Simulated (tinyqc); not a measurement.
Comparisons within one model: exciton in an atomically thin sheet (Rytova-Keldysh potential). A value that a table varies takes the place of the one given here.

Relative motion in the plane with V(k) = -2 pi q/(k (kap + r0 k)), q = e^2/(4 pi eps0), c = hbar^2/2m0. Normalised Gaussians exp(-a_i r^2): with A = a_i + a_j, S_ij = 2 sqrt(a_i a_j)/A, T_ij = (4c/mu)(a_i a_j/A) S_ij, V_ij = -q S_ij times the integral over k from 0 to infinity of exp(-k^2/4A)/(kap + r0 k).

Converged values use 20 Gaussians with exponents 2^i/b^2, i = -11 to 8, b the larger of a0 kap/(2 mu) and sqrt(a0 r0/mu), a0 = 0.5291772 angstrom; p states use r exp(i theta) exp(-a r^2).

Constants: hbar^2/2m0 = 3.80998211 eV angstrom^2; e^2/(4 pi eps0) = 14.39964547 eV angstrom; Ry = 13.60569312 eV.

Parameters, chosen for this exercise (near those of a MoS2 monolayer; not measured data): r0 = 44.1 angstrom (screening length of the sheet); kaps = (1, 2, 3, 4, 6, 9, 15) (surroundings); me = 0.449 m0 (electron mass); mh = 0.557 m0 (hole mass); kap = 4.5 (mean dielectric constant of the surroundings); Eg = 2.129 eV (gap, in these surroundings).

## Dielectric surroundings

mu = 0.248601 m0

Converged 1s and 2s bindings; the hydrogen value is 4 Ry mu/kap^2.

Bindings (meV):
```
kap      1s     2s  2s line - 1s line  hydrogen 1s  1s/2s
1.00  529.6  248.6              281.0        13530   2.13
2.00  350.1  127.1              223.0         3382   2.75
3.00  259.1   77.9              181.3         1503   3.33
4.00  202.5   52.5              150.0          846   3.85
6.00  135.4   28.4              107.0          376   4.76
9.00   84.2   14.5               69.7          167   5.79
15.0   41.4    5.9               35.5           60   7.04
```

How do the results move?

The 1s binding falls by a factor 12.8 where the hydrogen model gives 225; the local exponent d ln E/d ln kap moves from -0.60 to -1.39, towards -2. The ratio 1s/2s climbs from 2.1 to 7.0, towards the hydrogen value 9, as r0/kap shrinks from 44.1 to 2.9 angstrom.

## What each parameter does

1/mu = 1/me + 1/mh; converged values. Eg is held fixed when kap or r0 changes: the shrinking of the gap by stronger screening, which offsets most of the shift of the 1s line, is left out. Each row changes one parameter from the base and keeps the others.

Results:
```
case                1s binding (meV)  2s - 1s (meV)  2s - 2p (meV)  1s line (eV)
base                           181.4          137.2           13.2         1.948
me = 0.539 m0                  189.9          142.4           14.3         1.939
mh = 0.446 m0                  172.4          131.5           12.1         1.957
kap = 7.2                      110.4           89.2            5.3         2.019
r0 = 52.9 angstrom             164.7          122.6           12.7         1.964
Eg = 2.24 eV                   181.4          137.2           13.2         2.059
```

What can be read from the table?

The largest shifts from the base row, up to three for each result and ties (the steps differ in size, so this ranks the rows, not the parameters). 1s binding (meV): kap -71.0, r0 -16.7, mh -9.0; unchanged at the printed digits by Eg. 2s - 1s (meV): kap -47.9, r0 -14.6, mh -5.7; unchanged at the printed digits by Eg. 2s - 2p (meV): kap -7.9, mh -1.1, me +1.1; unchanged at the printed digits by Eg. 1s line (eV): Eg +0.111, kap +0.071, r0 +0.017.

Program tinyqc; command `OMP_NUM_THREADS=1 python tinyqc.py 1281147 1281148 out.jsonl`; about 0.02 s on one thread of a shared Intel(R) Xeon(R) Processor @ 2.30GHz.
